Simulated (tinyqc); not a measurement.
Thresholds of impact ionisation and Auger recombination from band masses: sweeps and comparisons. A value that a table varies takes the place of the one given here.

Parabolic bands, no phonon. At threshold the three slow carriers share one velocity. With M their total mass and m4 the mass of the fast carrier, the fast carrier has the kinetic energy E_T = G M/(M - m4) and the slow ones together E_a = G m4/(M - m4), the activation energy of the Auger rate. CCCH (fast electron): G = Eg, M = 2 me + mh, m4 = me. CHHS (hole into the split-off band): G = Eg - Dso, M = 2 mh + me, m4 = ms; this form holds for Eg > Dso (below, the process needs about Dso - Eg and is marked by a dash). CHHL (hole into the light band): G = Eg, M = 2 mh + me, m4 = ml. CHHH (fast heavy hole): G = Eg, M = 2 mh + me, m4 = mh.

Non-parabolic fast electron: E (1 + alpha E) = c k^2/me with alpha = (1 - me)^2/Eg; the slow carriers stay parabolic, so E_T = Eg + me E_T (1 + alpha E_T)/M, M = 2 me + mh (the root between Eg and 1.9 Eg).

Constants: kB = 8.617333262e-05 eV/K; hc = 1239.841984 eV nm.

Parameters, chosen for this exercise (near those of GaSb, gap at low temperature and not tied to T; shifted at random, so the results belong to these values and not to a real crystal):
```
symbol  value   unit  meaning
Eg      0.834   eV    gap at Gamma to the s-like level
Dso     0.764   eV    spin-orbit splitting
me      0.0384  m0    electron mass at Gamma
mh      0.36    m0    heavy-hole mass
ms      0.135   m0    split-off mass
ml      0.0436  m0    light-hole mass
T       300     K     temperature
```

## The gap of an alloy series

Eg is varied with me and ml proportional to it; mh, ms and Dso are kept. E_a of three processes; wavelength hc/Eg.

Results:
```
Eg (eV),wavelength (micrometre),me,CCCH (meV),CCCH non-parabolic (meV),CHHS (meV),CHHL (meV),"log10 exp(-E_a/kT), non-parabolic"
0.250,4.96,0.0115,7.7,16.3,-,4.5,-0.27
0.417,2.97,0.0192,21.1,46.2,-,12.7,-0.78
0.626,1.98,0.0288,46.4,106.3,-,28.6,-1.79
0.834,1.49,0.0384,80.4,193.1,15.2,50.9,-3.24
1.042,1.19,0.0480,122.5,309.3,59.3,79.6,-5.20
1.334,0.93,0.0614,194.4,528.2,119.0,130.7,-8.87
1.668,0.74,0.0768,293.3,873.6,184.4,205.0,-14.68
```

How do the results move?

E_a of CCCH goes nearly as Eg^2 (power 1.91 over the table), as both G and me grow; the non-parabolic value goes with the power 2.10, and its Boltzmann factor spans 14.4 decades; rows with E_a far above kT are formal, since phonon-assisted processes and side valleys rule there. CHHS is resonant at Eg = Dso = 0.764 eV, with no activation, and is the easiest process near there; it has the lowest E_a of the parabolic values for Eg = 0.834, 1.042, 1.334 and 1.668 eV.

## The mass ratio

mu = me/mh is varied; thresholds in units of Eg for ionisation started by an electron, (1 + 2 mu)/(1 + mu), and by a heavy hole, (2 + mu)/(1 + mu).

Results:
```
mu,electron (Eg),hole (Eg),electron (eV),hole (eV)
0.040,1.0385,1.9615,0.866,1.636
0.042,1.0403,1.9597,0.868,1.634
0.044,1.0421,1.9579,0.869,1.633
0.077,1.0715,1.9285,0.894,1.608
0.107,1.0967,1.9033,0.915,1.587
1.000,1.5000,1.5000,1.251,1.251
2.800,1.7368,1.2632,1.449,1.053
```

What does this show, and why?

The two thresholds add up to 3 Eg in every row and are equal, 3/2 Eg, at mu = 1. The lighter carrier has the lower threshold; in the first row the two differ by 0.770 eV, which would favour one carrier in avalanche multiplication. Real ionisation rates depend on the whole band structure and can be nearly equal although the edge masses differ.

## What each parameter does

Activation energies. Each row changes one parameter from the base and keeps the others.

Results:
```
case,CCCH (meV),CCCH non-parabolic (meV),CHHL (meV)
base,80.39,193.13,50.87
Eg = 0.9174 eV,88.42,212.44,55.96
Dso = 0.6876 eV,80.39,193.13,50.87
me = 0.0422 m0,87.51,214.35,50.60
mh = 0.396 m0,73.72,173.14,46.22
ms = 0.1215 m0,80.39,193.13,50.87
ml = 0.048 m0,80.39,193.13,56.35
```

What does this show?

The largest shifts from the base row, up to three for each result and ties (the steps differ in size, so this ranks the rows, not the parameters). CCCH (meV): Eg +8.04, me +7.12, mh -6.66; unchanged at the printed digits by Dso, ms and ml. CCCH non-parabolic (meV): me +21.22, mh -19.99, Eg +19.31; unchanged at the printed digits by Dso, ms and ml. CHHL (meV): ml +5.48, Eg +5.09, mh -4.66; unchanged at the printed digits by Dso and ms.

tinyqc: `OMP_NUM_THREADS=1 python tinyqc.py 1881192 1881193 out.jsonl`; about 0.01 s, one thread, shared Intel(R) Xeon(R) Processor @ 2.30GHz.
